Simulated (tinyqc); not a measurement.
# Solubility, supersaturation, precipitation and gettering of an impurity in a silicon-like host, step by step

A worked calculation. Computed by tinyqc, a small Python program that keeps every step. Command: `OMP_NUM_THREADS=1 python tinyqc.py 3031114 3031115 out.jsonl ripen walk`. One thread of a shared host (Intel(R) Xeon(R) Processor @ 2.30GHz), about 0.01 s of CPU time with the checks. Intermediate numbers are printed to about 7 digits and carried at full precision; extremes and crossings named in words are read from the listed rows.

The wafer was saturated at T1 and is then held at T.

Inputs (values chosen for the exercise, for a model impurity):

| quantity | value | unit |
|---|---|---|
| site density N0 | 5e+22 | 1/cm^3 |
| enthalpy of solution H | 1.58 | eV |
| entropy of solution S | 0.62 | k_B |
| diffusion prefactor D0 | 0.16 | cm^2/s |
| migration energy Q | 2.56 | eV |
| temperature of saturation T1 | 1375 | K |
| anneal temperature T | 1050 | K |
| sink density n | 4.2e+11 | 1/cm^3 |
| initial sink radius r0 | 14 | nm |
| impurity density in the precipitate C_p | 2.2e+22 | 1/cm^3 |
| interface energy gamma | 0.4 | J/m^2 |
| anneal time t | 230000 | s |
| wafer thickness w | 775 | micrometre |

Gettering: relaxation gettering at sinks.

Constants: k_B = 8.617333262e-05 eV/K; k_B = 1.380649e-23 J/K.

## Solubility, diffusivity, supersaturation

C_eq(T) = N0 exp(S/k_B - H/(k_B T)); D(T) = D0 exp(-Q/(k_B T)); C0 = C_eq(T1). Supersaturation s = C0/C_eq(T); critical radius r* = 2 gamma/(C_p k_B T ln s); barrier W* = (4 pi/3) gamma r*^2. Strain energy is left out.

C0 = 1.503382e+17 1/cm^3

C_eq(T) = 2.424188e+15 1/cm^3

D(T) = 8.253930e-14 cm^2/s

supersaturation s = 62.01588

critical radius r* = 0.6077419 nm

W*/(k_B T) = 42.68884

Sinks of radius r0 are above r* and grow.

## Ham's law for sinks of fixed radius

tau0 = 1/(4 pi n r0 D); C_fixed(t) = C_eq + (C0 - C_eq) exp(-t/tau0). If all excess precipitates, the final radius is r_f = [r0^3 + 3 (C0 - C_eq)/(4 pi n C_p)]^(1/3), with tau_f = 1/(4 pi n r_f D).

tau0 = 1639653 s

C_fixed(t) = 1.309793e+17 1/cm^3

final radius r_f = 18.72516 nm

tau_f = 1225899 s

The sinks grow 1.3 times, so the fixed radius underrates the later rate.

## Growing precipitates

Growing sinks: with y = r/r_f and y0 = r0/r_f, dy/dt = (1 - y^3)/(3 tau_f y), which integrates to t/tau_f = F(y) - F(y0), F(y) = (1/2) ln[(1 + y + y^2)/(1 - y)^2] - sqrt(3) arctan[(2y + 1)/sqrt(3)]; the share of the excess left is (1 - y^3)/(1 - y0^3), and C(t) = C_eq + (C0 - C_eq) x share.

radius at t = 14.82513 nm

share of the excess left = 0.8654149

C(t) with growing sinks = 1.304312e+17 1/cm^3

13.5 % of the excess has precipitated.

## Denuded zone

Near a surface held at C_eq(T) the excess decays by out-diffusion over sqrt(D t) and by capture over L_s = sqrt(D tau_f) = (4 pi n r_f)^(-1/2); the shorter length sets the depth from which the surface draws.

sqrt(D t) = 1.377826 micrometre

capture length L_s = 3.180956 micrometre

L_s/w = 0.004104460

In the time given a surface draws only from within about sqrt(D t), which is shorter than L_s; in a longer anneal the sinks would keep this depth to about L_s.

## The best anneal temperature for the time t

C_eq(T) = N0 exp(S/k_B - H/(k_B T)); D(T) = D0 exp(-Q/(k_B T)); C0 = C_eq(T1). r_f = [r0^3 + 3 (C0 - C_eq)/(4 pi n C_p)]^(1/3), tau_f = 1/(4 pi n r_f D).

Dissolved share after t:

| T (K) | C_eq/C0 | tau_f (s) | C(t)/C0 |
|---|---|---|---|
| 619 | 8.454913e-08 | 4.391829e+14 | 1.0000000 |
| 715 | 4.511394e-06 | 6.984604e+11 | 0.9999998 |
| 825 | 1.377921e-04 | 2.742945e+09 | 0.9999375 |
| 935 | 1.882551e-03 | 3.967635e+07 | 0.9956911 |
| 1045 | 1.483241e-02 | 1.403252e+06 | 0.8835410 |
| 1155 | 7.887171e-02 | 9.481761e+04 | 0.1803249 |
| 1251 | 2.666710e-01 | 1.372257e+04 | 0.2666711 |
| 1320 | 5.737220e-01 | 4.295951e+03 | 0.5737220 |

The lowest dissolved share among these rows is 0.18 at 1155 K. Above it solubility sets the floor; below it diffusion is too slow for this time. Solubility falls with H = 1.58 eV and diffusion with Q = 2.56 eV.

Checks made by the program: radius against numerical integration (relative difference below 1e-10).
